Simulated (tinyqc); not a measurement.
Stacked nanosheet transistor, parasitic resistance, capacitance and delay: one step of the calculation.

Ns sheets share one contact on top; each has perimeter p = 2 (Ws + ts) and cross-section A = Ws ts; contact width Wc = Ws + 10 nm, stack height Hs = Ns pv. Sheet 1 is the top one. Contact length Lc = CPP - Lg - 2 Lsp, shared by two neighbouring gates. Source and drain sides are equal. The formulas are first-order estimates, not field solutions.

Task. Sheet currents at Vgs = Vdd, Vds = Vdd/2. One sheet: I = p Q vx u/(1 + |u|^1.8)^(1/1.8), Q = Cinv n Vt ln(1 + exp((Vg' - VT + dl Vd')/(n Vt))), u = Vd' mu/(vx Lg), Vg' = Vgs - v, Vd' = Vds - 2 v, with the drop on each side v_j = Rc sum I + rv (sum over levels k = 2..j of the current of sheets k..Ns) + Rx I_j. I(new) = I + 0.5 (I(out) - I).

Parameters, values chosen for the exercise; values close to those of silicon logic devices:
- T = 300 K (temperature)
- Ws = 30 nm (sheet width)
- ts = 5 nm (sheet thickness)
- rv = 72 ohm (vertical resistance between sheet levels)
- Lg = 12 nm (gate length)
- Cinv = 3.1 uF/cm^2 (inversion capacitance)
- vx = 1.3e7 cm/s (injection velocity)
- mu = 330 cm^2/(V s) (apparent mobility)
- VT = 0.21 V (threshold at zero drain voltage)
- dl = 0.066 V/V (barrier lowering)
- n = 1.13 (subthreshold factor)
- Vdd = 0.7 V (supply voltage)

Constants: q = 1.602176634e-19 C, kB = 1.380649e-23 J/K, Vt = kB T/q. Results are converted to the units shown.

I at the start (uA): sheet 1 0, sheet 2 0, sheet 3 0
Rc = 122.71920 ohm
Rx = 600 ohm

Wanted: drop v; I(out); I after iteration 1.

Result.

drop v (mV): sheet 1 0, sheet 2 0, sheet 3 0
I(out) (uA): sheet 1 142.6, sheet 2 142.6, sheet 3 142.6
I after iteration 1 (uA): sheet 1 71.30, sheet 2 71.30, sheet 3 71.30

Computed by the program tinyqc: `OMP_NUM_THREADS=1 python tinyqc.py 2170126 2170127 out.jsonl`, one thread of a shared Intel Xeon 2.30GHz, about 0.1 s for the whole run.
